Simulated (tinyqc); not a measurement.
What each parameter does: two-band k.p model of the X valleys of a zinc-blende crystal.

k along the valley axis, counted from X, c = hbar^2/2m0, e = c k^2/ml. H = [[e - D/2, i P k], [-i P k, e + D/2]] with P^2 = D0 c/ml, so E = e -/+ sqrt(D^2/4 + D0 e). For D = 0 (diamond lattice) the bands cross at X.

With x = D/D0: for x < 1 the minima lie at k_m = sqrt(ml D0 (1 - x^2)/(4 c)), the hump at X has the height dE = (D0/4)(1 - x)^2 and the mass at the minimum is ml/(1 - x^2); the mass at X is ml/(1 - 1/x), negative for x < 1. For x > 1 the minimum is at X.

Thermal masses along the axis for one X point, lower band, E from the minimum, on 1601 points from -0.8 to 0.8 1/angstrom: density-of-states mass m_d = c I^2/(pi kT), I = integral of exp(-E/kT) dk; conductivity mass m_c = 2 c kT/<(dE/dk)^2> with central differences.

Constants: hbar^2/2m0 = 3.80998211 eV angstrom^2; kB = 8.617333262e-05 eV/K.

Parameters, chosen for this exercise (of the order of those of cubic SiC; shifted at random, so the results belong to these values and not to a real crystal): D = 2.732 eV (splitting of the two conduction levels at X); D0 = 1.215 eV (coupling energy); ml = 0.453 m0 (mass along the axis from remote bands); T = 77 K (temperature).

Shape of the lower band and thermal masses.

Results for these values:
```
case  k_m (1/angstrom)  dE (meV)  m_d (m0)  m_c (m0)
base            0.0000     0.000     0.814     0.812
```

What happens to each result for ml = 0.4666 m0, all else kept?

Answer: k_m does not change at the printed digits; dE does not change at the printed digits; m_d rises from 0.814 to 0.838; m_c rises from 0.812 to 0.836.

The same for each parameter in turn:
```
case            k_m (1/angstrom)  dE (meV)  m_d (m0)  m_c (m0)
base                      0.0000     0.000     0.814     0.812
D = 2.814 eV              0.0000     0.000     0.796     0.794
D0 = 1.1785 eV            0.0000     0.000     0.795     0.793
ml = 0.4666 m0            0.0000     0.000     0.838     0.836
T = 79.31 K               0.0000     0.000     0.814     0.812
```

Program tinyqc; command `OMP_NUM_THREADS=1 python tinyqc.py 1850338 1850339 out.jsonl`; about 0.01 s on one thread of a shared Intel(R) Xeon(R) Processor @ 2.30GHz.
